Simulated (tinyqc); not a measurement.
Inside a calculation. Method: Born-Oppenheimer dynamics on the unrestricted LDA (VWN5)/sto-3g surface (energies and gradients from PySCF), for H3, spin multiplicity 2. Computed by tinyqc, a small Python program that keeps every step (integrals from PySCF). Settings: charge = 0, multiplicity = 2, basis = sto-3g, functional = lda,vwn, time step (fs) = 0.5, steps = 16. Command: `OMP_NUM_THREADS=1 python tinyqc.py 26249 26250 out.jsonl` (the two numbers bound the seeds that draw the settings). One thread of a shared host (Intel(R) Xeon(R) Processor @ 2.60GHz), about 4 s of CPU time with the checks.

## Velocity Verlet step 1

positions (bohr), order 1H, 2H, 3H:
```
[[0.039684, 0.045353, 0.009449],
 [0.041574, 0.073699, 1.827365],
 [0.028346, 0.413850, -1.776343]]
```

velocities (bohr per atomic time unit), order 1H, 2H, 3H:
```
[[0.000019000, -0.000069333, -0.000001000],
 [0.000027000, 0.000086667, 0.000243000],
 [-0.000046000, -0.000017333, -0.000242000]]
```

gradient (hartree/bohr), order 1H, 2H, 3H:
```
[[0.00024502, -0.01030819, -0.00112496],
 [-0.00008044, 0.00407833, 0.01212910],
 [-0.00016458, 0.00622987, -0.01100414]]
```

masses (electron masses): [1837.152588, 1837.152588, 1837.152588]

gradient after step 1 (hartree/bohr), order 1H, 2H, 3H:
```
[[0.00027518, -0.01039608, -0.00113304],
 [-0.00008803, 0.00406778, 0.01282810],
 [-0.00018715, 0.00632830, -0.01169506]]
```

dt = 0.5 fs = 20.6707 atomic units; x' = x + v dt - g dt^2 / (2m); after the new gradient g', v' = v - (g + g') dt / (2m).

positions after step 1 (bohr), order 1H, 2H, 3H:
```
[[0.040048, 0.045119, 0.009559],
 [0.042141, 0.075017, 1.830978],
 [0.027414, 0.412767, -1.780065]]
```

velocities after step 1 (bohr per atomic time unit), order 1H, 2H, 3H:
```
[[0.000016073, 0.000047144, 0.000011703],
 [0.000027948, 0.000040839, 0.000102597],
 [-0.000044021, -0.000087982, -0.000114300]]
```

## Velocity Verlet step 2

gradient after step 2 (hartree/bohr), order 1H, 2H, 3H:
```
[[0.00029882, -0.01023000, -0.00111500],
 [-0.00009446, 0.00398614, 0.01291999],
 [-0.00020436, 0.00624386, -0.01180499]]
```

As before.

positions after step 2 (bohr), order 1H, 2H, 3H:
```
[[0.040349, 0.047302, 0.009932],
 [0.042729, 0.075388, 1.831607],
 [0.026526, 0.410213, -1.781068]]
```

velocities after step 2 (bohr per atomic time unit), order 1H, 2H, 3H:
```
[[0.000012844, 0.000163180, 0.000024350],
 [0.000028974, -0.000004470, -0.000042255],
 [-0.000041819, -0.000158710, 0.000017905]]
```

## Energy conservation

The total energy should stay constant up to terms of order dt^2; the step counts as short enough if it moves by less than 2 % of the largest kinetic energy.

Trajectory:
```
time (fs)  1H-2H (angstrom)  potential (hartree)  kinetic (hartree)  total (hartree)
0.000000           0.962117          -1.55844871         0.00012257      -1.55832613
0.500000           0.963984          -1.55836029         0.00003521      -1.55832508
1.000000           0.964104          -1.55837771         0.00005262      -1.55832508
1.500000           0.962474          -1.55850085         0.00017471      -1.55832615
2.000000           0.959178          -1.55871282         0.00038470      -1.55832812
2.500000           0.954384          -1.55898237         0.00065168      -1.55833070
3.000000           0.948338          -1.55926880         0.00093534      -1.55833346
3.500000           0.941355          -1.55952856         0.00119264      -1.55833592
4.000000           0.933806          -1.55972302         0.00138542      -1.55833760
4.500000           0.926106          -1.55982592         0.00148779      -1.55833813
5.000000           0.918685          -1.55982913         0.00149177      -1.55833736
5.500000           0.911974          -1.55974476         0.00140932      -1.55833544
6.000000           0.906368          -1.55960259         0.00126972      -1.55833286
6.500000           0.902203          -1.55944260         0.00111230      -1.55833030
7.000000           0.899726          -1.55930437         0.00097589      -1.55832848
7.500000           0.899077          -1.55921614         0.00088826      -1.55832788
8.000000           0.900271          -1.55918735         0.00085875      -1.55832860
```

The total energy moves within 1.3e-05 hartree, under 2 % of the largest kinetic energy.
